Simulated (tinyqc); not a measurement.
Random telegraph noise from one oxide trap in a small MOSFET: two steps of the calculation.

An acceptor-like trap exchanges electrons with the channel. Inversion charge Q = Cox u, u = n Vt W0(exp((Vg - VT)/(n Vt))), W0 the Lambert function, n = nf, Cox = eps0 eox/tox; linear regime Id = (W/L) mu Q Vd. Relative to threshold the surface potential rises by Vt ln(u/u0) and the oxide voltage by the rest of Vg - VT, with u0 = n Vt W0(1).

Parameters, values chosen for the exercise; values of the order met in silicon transistors:
- T = 350 K (temperature)
- eox = 9.25 (relative permittivity of the gate insulator (close to aluminium oxide))
- tox = 2.6 nm (insulator thickness)
- xt = 0.38 nm (depth of the trap from the channel interface)
- E0 = 0.23 eV (trap level above the channel Fermi level at threshold)
- s0 = 4e-15 cm^2 (capture prefactor)
- EB = 0.45 eV (capture barrier (lattice relaxation))
- lt = 0.12 nm (tunnelling decay length)
- vth = 1.8e7 cm/s (thermal velocity)
- zi = 2.4 nm (thickness of the inversion layer)
- VT = 0.23 V (threshold voltage)
- nf = 1.19 (body factor)
- Vg = 1.19 V (gate voltage)

Constants: q = 1.602176634e-19 C, kB = 1.380649e-23 J/K, Vt = kB T/q, eps0 = 8.8541878128e-14 F/cm where lengths are in cm. Results are converted to the units shown.

Problem 1. Trap level, time constants and occupancy. N = Cox u/q; dpsi = Vt ln(u/u0); E = E0 - dpsi - (xt/tox)(Vg - VT - dpsi); capture time tc = 1/[(N/zi) vth s0 exp(-xt/lt - EB/Vt)]; emission time te = tc exp(-E/Vt); occupancy te/(tc + te).

Give: u; N; dpsi; E; tc; te; occupancy.

Solution 1.

u = 0.8466 V
N = 1.664e13 cm^-2
dpsi = 0.1124 V
E = -0.006309 eV
tc = 1.434e-5 s
te = 1.768e-5 s
occupancy = 0.5521

The trap lies 0.21 Vt below the Fermi level, so it is filled 55.2 % of the time.

Problem 2. Lorentzian spectrum. Spectrum S(f) = 4 dI^2/{(tc + te)[(1/tc + 1/te)^2 + (2 pi f)^2]}; corner fc = (1/tc + 1/te)/(2 pi); variance dI^2 tc te/(tc + te)^2. Give S at f = 0, at fc and at 10 fc.

tc = 1.4341527e-5 s
te = 1.7678278e-5 s
dI = 24.077601 nA

Wanted: fc; S(0); S(fc); S(10 fc); rms current.

Solution 2.

fc = 2.010e4 Hz
S(0) = 4.540e-21 A^2/Hz
S(fc) = 2.270e-21 A^2/Hz
S(10 fc) = 4.496e-23 A^2/Hz
rms current = 11.97 nA

The rms value is 0.497 of the step; it reaches its largest share, 1/2, when tc = te.

Range of the model: VT is taken as given; short-channel effects and the uneven flow of current among few electrons are left out.

Computed by the program tinyqc: `OMP_NUM_THREADS=1 python tinyqc.py 2710128 2710129 out.jsonl`, one thread of a shared Intel Xeon 2.30GHz, about 0.01 s for the whole run.
